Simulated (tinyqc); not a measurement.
Phonon-assisted absorption at an indirect gap: sweeps and comparisons. A value that a table varies takes the place of the one given here.

alpha(E) = sum_j A_j [N_j (E - Eg + w_j)^2 + (N_j + 1)(E - Eg - w_j)^2], each bracket counted only where its base is positive; N_j = 1/(exp(w_j/kB T) - 1). The first term absorbs a phonon and the second emits one; excitons and direct transitions are left out.

Photodiode (Gaertner form with a dead layer): QE = (1 - R) exp(-alpha xj) [1 - exp(-alpha W)/(1 + alpha L)], R = ((nr - 1)/(nr + 1))^2; responsivity = QE/E in A/W for E in eV.

Constants: kB = 8.617333262e-05 eV/K.

Parameters, chosen for this exercise (loosely those of SiC at room temperature; Eg is not tied to T; the results hold for these values, not for the real material):
- Eg = 3.217 eV (indirect gap, held fixed unless listed)
- w = (72.4, 45.9) meV (two zone-edge phonons)
- A = (3200, 740) 1/(cm eV^2) (their strengths)
- T = 300 K
- nr = 2.78 (refractive index)
- xj = 0.49 micrometre (dead layer at the surface)
- W = 1.6 micrometre (depleted width)
- L = 150 micrometre (minority diffusion length below it)
- E = 3.511 eV (photon energy)

## The square root of alpha at three temperatures

The gap is held fixed, so only the phonon occupations change.

sqrt(alpha) (1/cm^(1/2)):

| E - Eg (eV) | 77 K | 450 K | 600 K |
|---|---|---|---|
| -0.04 | 0.009 | 0.791 | 1.057 |
| -0.02 | 0.026 | 1.351 | 1.795 |
| 0.00 | 0.043 | 1.938 | 2.565 |
| 0.02 | 0.061 | 2.532 | 3.345 |
| 0.04 | 0.078 | 3.131 | 4.129 |
| 0.07 | 0.664 | 4.107 | 5.377 |
| 0.10 | 2.150 | 5.509 | 7.004 |
| 0.15 | 5.228 | 8.708 | 10.529 |
| 0.20 | 8.351 | 12.252 | 14.422 |
| 0.30 | 14.618 | 19.625 | 22.546 |
| 0.45 | 24.030 | 30.884 | 34.985 |
| 0.60 | 33.444 | 42.212 | 47.515 |

How do the results move?

Below the gap only phonon absorption acts: at E - Eg = -0.02 eV sqrt(alpha) is 0.026, 1.351 and 1.795 at 77, 450 and 600 K. A straight line through the last two rows meets the axis at E - Eg = +0.0671, +0.0410 and +0.0312 eV: the intercept is roughly a weighted mean of the thresholds, not the gap, and it moves from the emission side towards Eg as the occupations grow. At the last row alpha grows by a factor 2.02 from the lowest to the highest temperature at fixed gap.

## Spectral response

Response:

| E (eV) | wavelength (nm) | alpha (1/cm) | 1/alpha (micrometre) | dead layer | collected | QE | A/W |
|---|---|---|---|---|---|---|---|
| 3.24 | 383 | 2.60 | 3.84e+03 | 1.000 | 0.038 | 0.030 | 0.009 |
| 3.28 | 378 | 5.85 | 1.71e+03 | 1.000 | 0.081 | 0.063 | 0.019 |
| 3.34 | 371 | 26.2 | 381 | 0.999 | 0.285 | 0.222 | 0.066 |
| 3.42 | 363 | 105 | 95.1 | 0.995 | 0.618 | 0.479 | 0.140 |
| 3.52 | 352 | 288 | 34.8 | 0.986 | 0.820 | 0.629 | 0.179 |
| 3.67 | 338 | 736 | 13.6 | 0.965 | 0.926 | 0.695 | 0.189 |
| 3.87 | 320 | 1.66e+03 | 6.03 | 0.922 | 0.970 | 0.696 | 0.180 |
| 4.12 | 301 | 3.34e+03 | 3.00 | 0.849 | 0.989 | 0.653 | 0.159 |
| 4.42 | 281 | 6.12e+03 | 1.63 | 0.741 | 0.996 | 0.574 | 0.130 |
| 4.82 | 257 | 1.11e+04 | 0.898 | 0.580 | 0.999 | 0.451 | 0.093 |

What can be read from the table?

QE is highest, 0.696, at 3.87 eV of those listed and the responsivity at 3.67 eV; reflection alone caps QE at 0.778. Near the gap weak absorption limits it (collected share 0.038); at the top the dead layer passes 0.580. Far above the gap the quadratic law and a constant index are only rough.

## What moves the response

At the energy E. Each row changes one parameter from the base and keeps the others.

Results:

| case | alpha (1/cm) | QE |
|---|---|---|
| base | 267.4 | 0.6212 |
| Eg = 3.197 eV | 313.4 | 0.6385 |
| T = 350 K | 297.8 | 0.6332 |
| W = 3.2 micrometre | 267.4 | 0.6274 |
| L = 75 micrometre | 267.4 | 0.5232 |
| xj = 0.98 micrometre | 267.4 | 0.6132 |
| nr = 2.92 | 267.4 | 0.6068 |

How do the results move?

The largest shifts from the base row, up to three for each result and ties (the steps differ in size, so this ranks the rows, not the parameters). alpha (1/cm): Eg +46.0, T +30.4; unchanged at the printed digits by W, L, xj and nr. QE: L -0.0980, Eg +0.0173, nr -0.0145.

tinyqc: `OMP_NUM_THREADS=1 python tinyqc.py 1652328 1652329 out.jsonl`; about 0.01 s, one thread, shared Intel(R) Xeon(R) Processor @ 2.30GHz.
